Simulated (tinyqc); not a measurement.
Capillary instabilities by surface diffusion: grooving and agglomeration of films, edge retraction, wire break-up and smoothing of roughness: one step, computed by the program tinyqc.

Isotropic surface energy; shapes change by surface diffusion alone.

Task: The Mullins constant. B = D_s nu gamma_s Omega^2/(k_B T), D_s = D0 exp(-Q/(k_B T)).

Inputs (values chosen for the exercise, of the order of those of a ruthenium film):
```
quantity,value,unit
surface energy gamma_s,2.88,J/m^2
atomic volume Omega,13.6,angstrom^3
surface sites nu,11,1/nm^2
prefactor D0,0.0009,m^2/s
activation energy Q,2.11,eV
temperature T,1142,K
time t,1700,s
```

Constants: k_B = 8.617333262e-05 eV/K; k_B = 1.380649e-23 J/K.

Give: D_s; B; length (B t)^(1/4).

Result:

D_s = 4.3910e-13 m^2/s

B = 1.6319e+05 nm^4/s

length (B t)^(1/4) = 129.06 nm

Lengths grow as t^(1/4): doubling one takes 16 times as long, or roughly 180 K more.
